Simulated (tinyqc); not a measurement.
# Inputs raised by 5 %, one at a time

Model: specific resistance of a metal-semiconductor contact and its transmission-line measurement. Computed by tinyqc, a small Python program. Command: `OMP_NUM_THREADS=1 python tinyqc.py 3011202 3011203 out.jsonl contact sens`. One thread of a shared host (Intel(R) Xeon(R) Processor @ 2.30GHz), about 0.01 s of CPU time with the checks.

The barrier is parabolic (depletion approximation), energies E are normal energies counted from the band edge in the neutral semiconductor (downwards for holes), and the bias is zero. xi is an input, held fixed when other inputs move.

Inputs (values chosen for the exercise, modelled on n-type germanium): tunnelling mass m = 0.12 m_0; permittivity eps = 16; Richardson constant A* = 139 A/(cm^2 K^2); barrier height phi_B = 0.7 eV; doping N = 1.2e+18 1/cm^3; Fermi level above the band edge in the bulk, xi = -0.12 eV; temperature T = 500 K; sheet resistance R_sh = 1700 ohm; contact length d = 0.4 micrometre; contact width W = 0.4 micrometre.

Image-force lowering: included.

Constants: hbar = 1.054571817e-34 J s; eps_0 = 8.8541878128e-12 F/m; m_0 = 9.1093837015e-31 kg; k_B = 8.617333262e-05 eV/K; e = 1.602176634e-19 C.

Method:
- E_00 = (e hbar/2) sqrt(N/(eps eps_0 m)); band bending E_b = phi_B + xi; depletion width w = sqrt(2 eps eps_0 E_b/(e^2 N)). Image lowering d_phi = (e^3 N E_b/(8 pi^2 (eps eps_0)^3))^(1/4) (E_b in volts), and E_b - d_phi replaces E_b everywhere except in w.
- WKB transmission for E < E_b, with a = E/E_b: D = exp{-(E_b/E_00) [sqrt(1 - a) - a ln((1 + sqrt(1 - a))/sqrt(a))]}; D = 1 above.
- At zero bias 1/rho_c = (e A*/k_B^2) int D(E) f(E) dE, f = 1/(1 + exp((E - xi)/k_B T)); 200 Gauss-Legendre points from 0 to E_b, and k_B T ln(1 + exp((xi - E_b)/k_B T)) for the part above the barrier; the share of tunnelling is the part below.
- Transmission-line model: transfer length L_T = sqrt(rho_c/R_sh); R_c = (R_sh L_T/W) coth(d/L_T). Limits: rho_c/(W d) for d << L_T, sqrt(rho_c R_sh)/W for d >> L_T.

Runs; columns: (1) input moved; (2) from; (3) to; (4) specific contact resistance rho_c (ohm cm^2); (5) contact resistance R_c (ohm); (6) transfer length L_T (micrometre); (7) depletion width (nm):
```
(1)                                (2)       (3)       (4)        (5)    (6)    (7)
base run                             -         -  0.000582  3.644e+05  5.852  29.24
permittivity eps                    16      16.8  0.000633  3.964e+05  6.104  29.96
barrier height phi_B (eV)          0.7     0.735  0.001213  7.587e+05  8.447  30.11
doping N (1/cm^3)              1.2e+18  1.26e+18  0.000551  3.451e+05  5.694  28.53
temperature T (K)                  500       525  0.000307  1.923e+05  4.248  29.24
sheet resistance R_sh (ohm)       1700      1785  0.000582  3.645e+05  5.711  29.24
contact length d (micrometre)      0.4      0.42  0.000582  3.471e+05  5.852  29.24
contact width W (micrometre)       0.4      0.42  0.000582  3.471e+05  5.852  29.24
```

Exponents ln(y'/y) / ln(x'/x):
```
input                  specific contact resistance rho_c  contact resistance R_c  transfer length L_T  depletion width
permittivity eps                                   1.726                   1.724                0.863              0.5
barrier height phi_B                              15.046                  15.029                7.523              0.6
doping N                                          -1.120                  -1.118               -0.560             -0.5
temperature T                                    -13.134                 -13.105               -6.567              0.0
sheet resistance R_sh                              0.000                   0.002               -0.500              0.0
contact length d                                   0.000                  -0.997                0.000              0.0
contact width W                                    0.000                  -1.000                0.000              0.0
```

To which inputs is each result most sensitive?

Among the inputs moved here: specific contact resistance rho_c answers most in size to barrier height phi_B (exponent +15.046), next to temperature T (-13.134); its exponent is below 0.0005 for sheet resistance R_sh, contact length d, contact width W. contact resistance R_c answers most in size to barrier height phi_B (exponent +15.029), next to temperature T (-13.105). Its exponent +0.002 in sheet resistance R_sh: a short contact. Its exponent -0.997 in contact length d: a short contact. Transfer length L_T answers most in size to barrier height phi_B (exponent +7.523), next to temperature T (-6.567); its exponent is below 0.0005 for contact length d, contact width W. depletion width answers most in size to barrier height phi_B (exponent +0.600), next to permittivity eps (+0.500); its exponent is below 0.0005 for temperature T, sheet resistance R_sh, contact length d, contact width W. Its exponent -0.500 in doping N: the depletion approximation.
